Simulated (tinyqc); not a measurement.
Worked calculation (part 2 of 2): UKS/exchange-only LDA in the 6-311g basis, for H2-, spin multiplicity 2. The basis has no diffuse functions, so it cannot describe the extra electron: this is an exercise in the method, not the real anion. Computed by tinyqc, a small Python program that keeps every step (integrals from PySCF). Command: `OMP_NUM_THREADS=1 python tinyqc.py 23639 23640 out.jsonl` (the two numbers bound the seeds that draw the settings). One thread of a shared host (Intel(R) Xeon(R) Processor @ 2.60GHz), about 0.7 s of CPU time with the checks.

Geometry (angstrom):
```
atom       x       y       z
H     0.0000  0.0000  0.0000
H     0.0000  0.0000  1.4080
```

## Iteration 2: diagonalisation and new density

extrapolated F(alpha) (hartree), order 1H 1s, 1H 2s, 1H 3s, 2H 1s, 2H 2s, 2H 3s:
```
[[0.8937, -0.0308, -0.1578, -0.0429, -0.0901, -0.1007],
 [-0.0308, 0.1912, 0.0500, -0.0901, -0.0403, -0.0124],
 [-0.1578, 0.0500, 0.1269, -0.1007, -0.0124, 0.0525],
 [-0.0429, -0.0901, -0.1007, 0.8937, -0.0308, -0.1578],
 [-0.0901, -0.0403, -0.0124, -0.0308, 0.1912, 0.0500],
 [-0.1007, -0.0124, 0.0525, -0.1578, 0.0500, 0.1269]]
```

extrapolated F(beta) (hartree), order 1H 1s, 1H 2s, 1H 3s, 2H 1s, 2H 2s, 2H 3s:
```
[[0.9974, 0.0314, -0.1265, -0.0425, -0.0832, -0.0863],
 [0.0314, 0.2560, 0.0944, -0.0832, -0.0282, 0.0078],
 [-0.1265, 0.0944, 0.1705, -0.0863, 0.0078, 0.0783],
 [-0.0425, -0.0832, -0.0863, 0.9974, 0.0314, -0.1265],
 [-0.0832, -0.0282, 0.0078, 0.0314, 0.2560, 0.0944],
 [-0.0863, 0.0078, 0.0783, -0.1265, 0.0944, 0.1705]]
```

X, order 1H 1s, 1H 2s, 1H 3s, 2H 1s, 2H 2s, 2H 3s:
```
[[0.7629, -0.8419, -0.7194, 0.6815, 0.4204, 0.1611],
 [-1.7753, 1.5418, 0.5225, 0.0805, 0.3492, 0.2459],
 [1.9184, -0.9190, 0.7696, -0.4892, 0.1559, 0.2650],
 [-0.7629, -0.8419, 0.7194, 0.6815, -0.4204, 0.1611],
 [1.7753, 1.5418, -0.5225, 0.0805, -0.3492, 0.2459],
 [-1.9184, -0.9190, -0.7696, -0.4892, -0.1559, 0.2650]]
```

Diagonalise F' = X^T F X, C = X C', fill 2 alpha and 1 beta electrons from the bottom; D(s) = C_occ C_occ^T. Each column has its largest component positive (the first on a tie).

F' = X^T F X (alpha) (hartree):
```
[[1.5901, 0.0000, -0.9945, 0.0000, 0.2450, 0.0000],
 [0.0000, 1.8411, 0.0000, -0.9666, 0.0000, -0.0082],
 [-0.9945, 0.0000, 1.3218, 0.0000, -0.4484, 0.0000],
 [0.0000, -0.9666, 0.0000, 1.1905, 0.0000, 0.0426],
 [0.2450, 0.0000, -0.4484, 0.0000, 0.4246, 0.0000],
 [0.0000, -0.0082, 0.0000, 0.0426, 0.0000, 0.0341]]
```

orbital energies (alpha) (hartree): [0.0318, 0.1998, 0.4979, 0.5692, 2.5360, 2.5675]

coefficients C (alpha), order 1H 1s, 1H 2s, 1H 3s, 2H 1s, 2H 2s, 2H 3s:
```
[[0.1432, 0.1377, 0.0713, -0.1171, -1.0833, -1.1152],
 [0.1986, 0.1334, 0.9801, -1.0640, 1.2017, 1.5481],
 [0.3185, 1.0036, -0.9151, 1.5659, -0.4640, -0.9153],
 [0.1432, -0.1377, 0.0713, 0.1171, -1.0833, 1.1152],
 [0.1986, -0.1334, 0.9801, 1.0640, 1.2017, -1.5481],
 [0.3185, -1.0036, -0.9151, -1.5659, -0.4640, 0.9153]]
```

F' = X^T F X (beta) (hartree):
```
[[1.6451, 0.0000, -1.0117, 0.0000, 0.2536, 0.0000],
 [0.0000, 1.8881, 0.0000, -0.9952, 0.0000, -0.0164],
 [-1.0117, 0.0000, 1.3968, 0.0000, -0.4668, 0.0000],
 [0.0000, -0.9952, 0.0000, 1.2655, 0.0000, 0.0720],
 [0.2536, 0.0000, -0.4668, 0.0000, 0.5170, 0.0000],
 [0.0000, -0.0164, 0.0000, 0.0720, 0.0000, 0.0941]]
```

orbital energies (beta) (hartree): [0.0877, 0.2669, 0.5392, 0.6345, 2.6208, 2.6575]

coefficients C (beta), order 1H 1s, 1H 2s, 1H 3s, 2H 1s, 2H 2s, 2H 3s:
```
[[0.1310, 0.1282, 0.0645, -0.1116, -1.0853, -1.1169],
 [0.1654, 0.0857, 1.0022, -1.0861, 1.1884, 1.5361],
 [0.3544, 1.0766, -0.9058, 1.5245, -0.4561, -0.9021],
 [0.1310, -0.1282, 0.0645, 0.1116, -1.0853, 1.1169],
 [0.1654, -0.0857, 1.0022, 1.0861, 1.1884, -1.5361],
 [0.3544, -1.0766, -0.9058, -1.5245, -0.4561, 0.9021]]
```

D(alpha) after iteration 2, order 1H 1s, 1H 2s, 1H 3s, 2H 1s, 2H 2s, 2H 3s:
```
[[0.0395, 0.0468, 0.1838, 0.0015, 0.0101, -0.0926],
 [0.0468, 0.0572, 0.1971, 0.0101, 0.0217, -0.0706],
 [0.1838, 0.1971, 1.1087, -0.0926, -0.0706, -0.9058],
 [0.0015, 0.0101, -0.0926, 0.0395, 0.0468, 0.1838],
 [0.0101, 0.0217, -0.0706, 0.0468, 0.0572, 0.1971],
 [-0.0926, -0.0706, -0.9058, 0.1838, 0.1971, 1.1087]]
```

D(beta) after iteration 2, order 1H 1s, 1H 2s, 1H 3s, 2H 1s, 2H 2s, 2H 3s:
```
[[0.0172, 0.0217, 0.0464, 0.0172, 0.0217, 0.0464],
 [0.0217, 0.0274, 0.0586, 0.0217, 0.0274, 0.0586],
 [0.0464, 0.0586, 0.1256, 0.0464, 0.0586, 0.1256],
 [0.0172, 0.0217, 0.0464, 0.0172, 0.0217, 0.0464],
 [0.0217, 0.0274, 0.0586, 0.0217, 0.0274, 0.0586],
 [0.0464, 0.0586, 0.1256, 0.0464, 0.0586, 0.1256]]
```

## Iteration 7 (converged): orbitals

converged F(alpha) (hartree), order 1H 1s, 1H 2s, 1H 3s, 2H 1s, 2H 2s, 2H 3s:
```
[[0.8899, -0.0322, -0.1584, -0.0429, -0.0902, -0.1010],
 [-0.0322, 0.1907, 0.0494, -0.0902, -0.0403, -0.0126],
 [-0.1584, 0.0494, 0.1246, -0.1010, -0.0126, 0.0514],
 [-0.0429, -0.0902, -0.1010, 0.8899, -0.0322, -0.1584],
 [-0.0902, -0.0403, -0.0126, -0.0322, 0.1907, 0.0494],
 [-0.1010, -0.0126, 0.0514, -0.1584, 0.0494, 0.1246]]
```

converged F(beta) (hartree), order 1H 1s, 1H 2s, 1H 3s, 2H 1s, 2H 2s, 2H 3s:
```
[[0.9849, 0.0250, -0.1296, -0.0426, -0.0841, -0.0879],
 [0.0250, 0.2519, 0.0923, -0.0841, -0.0296, 0.0063],
 [-0.1296, 0.0923, 0.1692, -0.0879, 0.0063, 0.0770],
 [-0.0426, -0.0841, -0.0879, 0.9849, 0.0250, -0.1296],
 [-0.0841, -0.0296, 0.0063, 0.0250, 0.2519, 0.0923],
 [-0.0879, 0.0063, 0.0770, -0.1296, 0.0923, 0.1692]]
```

As before.

F' = X^T F X (alpha) (hartree):
```
[[1.5855, 0.0000, -0.9962, 0.0000, 0.2427, 0.0000],
 [0.0000, 1.8375, 0.0000, -0.9668, 0.0000, -0.0056],
 [-0.9962, 0.0000, 1.3181, 0.0000, -0.4469, 0.0000],
 [0.0000, -0.9668, 0.0000, 1.1863, 0.0000, 0.0421],
 [0.2427, 0.0000, -0.4469, 0.0000, 0.4221, 0.0000],
 [0.0000, -0.0056, 0.0000, 0.0421, 0.0000, 0.0328]]
```

orbital energies (alpha) (hartree): [0.0304, 0.1968, 0.4938, 0.5651, 2.5324, 2.5638]

coefficients C (alpha), order 1H 1s, 1H 2s, 1H 3s, 2H 1s, 2H 2s, 2H 3s:
```
[[0.1440, 0.1381, 0.0719, -0.1184, -1.0832, -1.1150],
 [0.1948, 0.1254, 0.9804, -1.0641, 1.2021, 1.5487],
 [0.3214, 1.0139, -0.9141, 1.5594, -0.4638, -0.9148],
 [0.1440, -0.1381, 0.0719, 0.1184, -1.0832, 1.1150],
 [0.1948, -0.1254, 0.9804, 1.0641, 1.2021, -1.5487],
 [0.3214, -1.0139, -0.9141, -1.5594, -0.4638, 0.9148]]
```

F' = X^T F X (beta) (hartree):
```
[[1.6428, 0.0000, -1.0088, 0.0000, 0.2510, 0.0000],
 [0.0000, 1.8836, 0.0000, -0.9912, 0.0000, -0.0145],
 [-1.0088, 0.0000, 1.3931, 0.0000, -0.4610, 0.0000],
 [0.0000, -0.9912, 0.0000, 1.2576, 0.0000, 0.0668],
 [0.2510, 0.0000, -0.4610, 0.0000, 0.5082, 0.0000],
 [0.0000, -0.0145, 0.0000, 0.0668, 0.0000, 0.0896]]
```

orbital energies (beta) (hartree): [0.0839, 0.2651, 0.5358, 0.6300, 2.6111, 2.6489]

coefficients C (beta), order 1H 1s, 1H 2s, 1H 3s, 2H 1s, 2H 2s, 2H 3s:
```
[[0.1332, 0.1311, 0.0654, -0.1130, -1.0850, -1.1165],
 [0.1702, 0.0936, 0.9992, -1.0816, 1.1903, 1.5388],
 [0.3491, 1.0635, -0.9074, 1.5325, -0.4570, -0.9040],
 [0.1332, -0.1311, 0.0654, 0.1130, -1.0850, 1.1165],
 [0.1702, -0.0936, 0.9992, 1.0816, 1.1903, -1.5388],
 [0.3491, -1.0635, -0.9074, -1.5325, -0.4570, 0.9040]]
```

D(alpha) after iteration 7, order 1H 1s, 1H 2s, 1H 3s, 2H 1s, 2H 2s, 2H 3s:
```
[[0.0398, 0.0454, 0.1863, 0.0017, 0.0107, -0.0937],
 [0.0454, 0.0537, 0.1898, 0.0107, 0.0222, -0.0645],
 [0.1863, 0.1898, 1.1314, -0.0937, -0.0645, -0.9248],
 [0.0017, 0.0107, -0.0937, 0.0398, 0.0454, 0.1863],
 [0.0107, 0.0222, -0.0645, 0.0454, 0.0537, 0.1898],
 [-0.0937, -0.0645, -0.9248, 0.1863, 0.1898, 1.1314]]
```

D(beta) after iteration 7, order 1H 1s, 1H 2s, 1H 3s, 2H 1s, 2H 2s, 2H 3s:
```
[[0.0177, 0.0227, 0.0465, 0.0177, 0.0227, 0.0465],
 [0.0227, 0.0290, 0.0594, 0.0227, 0.0290, 0.0594],
 [0.0465, 0.0594, 0.1218, 0.0465, 0.0594, 0.1218],
 [0.0177, 0.0227, 0.0465, 0.0177, 0.0227, 0.0465],
 [0.0227, 0.0290, 0.0594, 0.0227, 0.0290, 0.0594],
 [0.0465, 0.0594, 0.1218, 0.0465, 0.0594, 0.1218]]
```

## Convergence

Stop when the energy changes by less than 1e-09 hartree and every element of the error matrix X^T (F D S - S D F) X (for each spin) is below 9e-06.

Course of the cycle:
```
iteration  E (hartree)     change  largest element of the error matrix
1            -0.727718          -                             2.05e-01
2            -0.850326  -1.23e-01                             1.12e-01
3            -0.897748  -4.74e-02                             3.87e-03
4            -0.897782  -3.32e-05                             1.59e-03
5            -0.897786  -4.57e-06                             1.38e-04
6            -0.897786  -1.15e-07                             4.68e-06
7            -0.897786  -3.36e-11                             2.28e-07
```

PySCF UKS in the same basis, fine grid, after a stability check = -0.897471 hartree

Converged in 7 iterations. The coarse grid moves the energy by -3.16e-04 hartree.

## Populations, bond orders and dipole

overlap S, order 1H 1s, 1H 2s, 1H 3s, 2H 1s, 2H 2s, 2H 3s:
```
[[1.0000, 0.7064, 0.3737, 0.0123, 0.1134, 0.1909],
 [0.7064, 1.0000, 0.7890, 0.1134, 0.3156, 0.4538],
 [0.3737, 0.7890, 1.0000, 0.1909, 0.4538, 0.6951],
 [0.0123, 0.1134, 0.1909, 1.0000, 0.7064, 0.3737],
 [0.1134, 0.3156, 0.4538, 0.7064, 1.0000, 0.7890],
 [0.1909, 0.4538, 0.6951, 0.3737, 0.7890, 1.0000]]
```

Mulliken: Z minus the diagonal of D S on the atom; Loewdin: the same with S^(1/2) D S^(1/2); Mayer order: 2 sum_s sum (D(s) S)_ij (D(s) S)_ji over the two atoms.

Charges (e):
```
atom  Mulliken  Loewdin  Mulliken spin
1H     -0.5000  -0.5000         0.5000
2H     -0.5000  -0.5000         0.5000
```

Mayer bond orders:
```
pair   order
2-1   0.3428
```

dipole moment about the origin, x y z (debye): [0.0000, 0.0000, -3.3815]

<S^2> of the determinant (pure state: 0.75) = 0.7512
